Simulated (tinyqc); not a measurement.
Inside a calculation. Method: Hubbard chain of 4 sites. Computed by tinyqc, a small Python program that keeps every step. Settings: hopping = 1.73, U = 2.0, mixing = 1, iteration cap = 72. Command: `OMP_NUM_THREADS=1 python tinyqc.py 21017 21018 out.jsonl` (the two numbers bound the seeds that draw the settings). One thread of a shared host (Intel(R) Xeon(R) Processor @ 2.60GHz), about 0.3 s of CPU time with the checks. Later iterations appear only in the table of the cycle.

## Mean-field iteration 1

one-body matrix (hopping and site energies) (eV):
```
         1        2        3        4
1   0.0000  -1.7300   0.0000   0.0000
2  -1.7300   0.0000  -1.7300   0.0000
3   0.0000  -1.7300   0.0000  -1.7300
4   0.0000   0.0000  -1.7300   0.0000
```

U = 2.0000 eV

electrons, up and down: 3  2

mixing = 1

n(up) at the start (a guess, not normalised): 1 0.8000, 2 0.7000, 3 0.8000, 4 0.7000

n(down) at the start (a guess): 1 0.4500, 2 0.5500, 3 0.4500, 4 0.5500

H(up) = T + U n(down), H(down) = T + U n(up); fill the lowest levels; n(new) = n + mixing (n(out) - n); E = tr T (rho up + rho down) + U sum n_up n_down of the output.

levels, up (eV): -1.8010  -0.0739  2.0739  3.8010

levels, down (eV): -1.3010  0.4261  2.5739  4.3010

energy = -3.6615 eV

n(up) after iteration 1: 1 0.8667, 2 0.6253, 3 0.6511, 4 0.8569

n(down) after iteration 1: 1 0.4614, 2 0.5258, 3 0.4742, 4 0.5386

## Mean-field iteration 2

As before.

levels, up (eV): -1.7999  -0.0714  2.0714  3.7999

levels, down (eV): -1.4091  0.5199  2.6791  4.2102

energy = -3.6876 eV

n(up) after iteration 2: 1 0.8676, 2 0.6337, 3 0.6429, 4 0.8558

n(down) after iteration 2: 1 0.4480, 2 0.5508, 3 0.5417, 4 0.4595

## Mean-field iteration 3

As before.

levels, up (eV): -1.7597  -0.1123  2.0297  3.8423

levels, down (eV): -1.4089  0.5198  2.6789  4.2102

energy = -3.6899 eV

n(up) after iteration 3: 1 0.8717, 2 0.6279, 3 0.6300, 4 0.8704

n(down) after iteration 3: 1 0.4497, 2 0.5489, 3 0.5435, 4 0.4579

## Convergence

Each step fills the lowest levels of T + U n(other spin) and sets n(new) = n + mixing (n(out) - n); stop when output and input agree to 1e-8.

Course of the cycle:
```
iteration     E (eV)  largest |n(out) - n(in)|  mean |n_up - n_down|
1          -3.661476                  1.57e-01                0.2500
2          -3.687590                  7.91e-02                0.2500
3          -3.689935                  1.46e-02                0.2500
4          -3.690142                  7.42e-03                0.2500
5          -3.690160                  1.22e-03                0.2500
6          -3.690161                  6.57e-04                0.2500
7          -3.690161                  1.06e-04                0.2500
8          -3.690161                  5.88e-05                0.2500
9          -3.690161                  9.62e-06                0.2500
10         -3.690161                  5.34e-06                0.2500
11         -3.690161                  8.73e-07                0.2500
12         -3.690161                  4.92e-07                0.2500
13         -3.690161                  7.98e-08                0.2500
14         -3.690161                  4.58e-08                0.2500
15         -3.690161                  7.37e-09                0.2500
```

local moments n_up - n_down: 1 0.4223, 2 0.0777, 3 0.0777, 4 0.4223

Converged in 15 iterations. Before convergence this energy mixes input and output and is not variational, so it may rise towards its limit.

## Exact diagonalisation (24 states)

Lowest levels of the sector, and the double occupancy of the lowest state.

lowest levels (eV): -3.7961  -2.1862  -1.6336  -0.7992  -0.1757  0.2197

double occupancy per site = 0.3434

The mean-field solution above lies 0.1059 eV above the exact energy.

## The lowest level by Lanczos steps

From a random start vector (not printed): a_j = <q_j|H|q_j>, b_j = norm of the remainder after orthogonalising; the Ritz value is the lowest eigenvalue of the tridiagonal matrix of a and b so far.

Lanczos:
```
j   a_j (eV)  b_j (eV)  lowest Ritz value (eV)
1     1.4982    4.1970                1.498171
2     2.2015    3.7270               -2.361860
3     2.4902    2.4642               -3.568116
4     4.3566    3.9212               -3.719499
5     3.5575    2.9729               -3.777316
6     4.0846    3.1582               -3.792317
7     4.7806    1.9010               -3.795712
8     2.3823    2.4030               -3.796021
9     3.1108    2.2166               -3.796075
10    4.5129    2.4061               -3.796081
```
